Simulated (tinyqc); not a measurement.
Changing the DMI constant D: domain walls in a thin film with perpendicular anisotropy: Bloch, Neel and chiral walls, motion and stripe domains. Computed by tinyqc, a small Python program. Command: `OMP_NUM_THREADS=1 python tinyqc.py 3029732 3029733 out.jsonl mwall sweep`. One thread of a shared host (Intel(R) Xeon(R) Processor @ 2.30GHz), about 0.08 s of CPU time with the checks.

One-dimensional wall: polar angle theta(x), azimuth phi of the moment in the wall (phi = 0 Neel, 90 degrees Bloch). mu_0 = 1.25663706212e-6 T m/A, gamma = 1.76085963023e11 rad/(s T).

Inputs (values chosen for the exercise, for a model film):

| quantity | value | unit |
|---|---|---|
| saturation magnetisation M_s | 1210 | kA/m |
| exchange stiffness A | 17 | pJ/m |
| uniaxial anisotropy K_u | 1140 | kJ/m^3 |
| thickness t | 2.3 | nm |
| damping alpha | 0.013 | - |
| field mu_0 H_z | 54 | mT |

Drive: magnetic field.

Method:
- K_eff = K_u - mu_0 M_s^2/2; Delta = sqrt(A/K_eff); sigma_0 = 4 sqrt(A K_eff); profile theta = 2 arctan exp(x/Delta); quality factor Q = 2 K_u/(mu_0 M_s^2).
- sigma(phi) = sigma_0 + 2 Delta K_D cos^2(phi) - pi D cos(phi), with the wall shape anisotropy K_D = N_x mu_0 M_s^2/2, N_x = t ln 2/(pi Delta). The minimum has cos(phi) = D/D_N for D < D_N = 4 Delta K_D/pi and phi = 0 beyond; sigma turns negative at D_c = (sigma_0 + 2 Delta K_D)/pi.
- Field drive: steady motion v = gamma Delta B/alpha needs B = (alpha/2) [2 B_D sin(phi) - B_K sin(2 phi)] in size, B_K = 2 K_D/M_s, B_D = pi D/(2 M_s Delta), with phi moving from its rest value; the Walker field B_W is the largest value of |B_D sin(phi) - (B_K/2) sin(2 phi)| times alpha, reached at cos(phi) = [d - sqrt(d^2 + 8)]/4, d = B_D/B_K. Far above B_W/alpha, v = gamma Delta B alpha/(1 + alpha^2); this is used for all B above B_W.

One run for each value:

| DMI constant D (mJ/m^2) | Walker field B_W (mT) | velocity at B_W (m/s) | azimuth phi (degrees) | wall energy sigma (mJ/m^2) |
|---|---|---|---|---|
| 0.010 | 0.5843 | 69.56 | 89.036 | 7.7368 |
| 0.020 | 0.5980 | 71.19 | 88.072 | 7.7360 |
| 0.040 | 0.6256 | 74.48 | 86.141 | 7.7328 |
| 0.079 | 0.6803 | 80.99 | 82.362 | 7.7205 |
| 0.160 | 0.7973 | 94.92 | 74.384 | 7.6694 |
| 0.320 | 1.0398 | 123.79 | 57.427 | 7.4664 |
| 0.630 | 1.5420 | 183.57 | 0.000 | 6.6915 |
| 1.300 | 2.7126 | 322.92 | 0.000 | 4.5866 |
| 2.500 | 4.9278 | 586.64 | 0.000 | 0.8167 |

What does the table show?

Over the rows, Walker field B_W (mT) rises from 0.584 to 4.93 (exponent d ln y / d ln x 0.033 between the first rows and 0.91 between the last); velocity at B_W (m/s) rises from 69.6 to 587 (exponent d ln y / d ln x 0.033 between the first rows and 0.91 between the last); azimuth phi (degrees) falls from 89.0 to 0, flat over part of the range.

Caution (all rows): below about 3 B_W/alpha the mean velocity lies above the far-field formula, by a factor of roughly 1 + (B_W/(alpha B))^2/2.

Extremes, crossings and ranges named in words are read from the listed rows.
